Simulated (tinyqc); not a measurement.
Spin curve: spin coating of a resist or spin-on film: centrifugal thinning, evaporation and the final thickness (Emslie and Meyerhofer models). Computed by tinyqc, a small Python program. Command: `OMP_NUM_THREADS=1 python tinyqc.py 3113497 3113498 out.jsonl spincoat walk`. One thread of a shared host (Intel(R) Xeon(R) Processor @ 2.30GHz), about 0.06 s of CPU time with the checks.

A Newtonian film stays uniform over the wafer; solvent and solids have the same density and the concentration is uniform through the thickness.

Inputs (values chosen for the exercise, of the order of those of a polymer resist in an ester solvent):

| quantity | value | unit |
|---|---|---|
| solids volume fraction c0 | 0.31 | - |
| kinematic viscosity of the solvent nu_s | 2.5 | mm^2/s |
| viscosity constant k | 1200 | mm^2/s |
| viscosity exponent gamma | 2.6 | - |
| spin speed f | 2500 | rpm |
| evaporation rate at 1000 rpm e0 | 0.051 | micrometre/s |
| starting thickness h0 | 100 | micrometre |
| wafer radius R | 50 | mm |

Method:
- omega = 2 pi f/60; nu(c) = nu_s + k c^gamma; evaporation rate e = e0 sqrt(f/1000 rpm).
- Flow constant K = 2 omega^2/(3 nu(c0)); Reynolds number of the air omega R^2/nu_air with nu_air = 15 mm^2/s.
- Meyerhofer estimate: flow rules until (1 - c0) K h^3 = e, then evaporation alone: h_w = (e/((1 - c0) K))^(1/3), dry film c0 h_w.
- Full model for solids s and liquid l per area, h = s + l, c = s/h: ds/dt = -c Q, dl/dt = -(1 - c) Q - e, Q = 2 omega^2 h^3/(3 nu(c)); integrated adaptively (relative tolerance 1e-9) until l = 0.

dry film, estimate = 1656.10 nm

Dry film against speed:

| f (rpm) | full model (nm) | estimate (nm) | time to dry (s) |
|---|---|---|---|
| 500 | 4010.1 | 3703.1 | 289.48 |
| 1000 | 2836.9 | 2618.5 | 145.16 |
| 1500 | 2316.6 | 2138.0 | 96.87 |
| 2000 | 2006.3 | 1851.6 | 72.69 |
| 3000 | 1638.2 | 1511.8 | 48.48 |
| 4000 | 1418.8 | 1309.3 | 36.37 |
| 6000 | 1158.4 | 1069.0 | 24.25 |

What follows from these numbers?

The full thickness goes as f^-0.500; the estimate as (e/omega^2)^(1/3) = f^(-1/2). The time to dry goes as f^-1.00. A thickness window of 1 % allows a speed error of about 2 %.
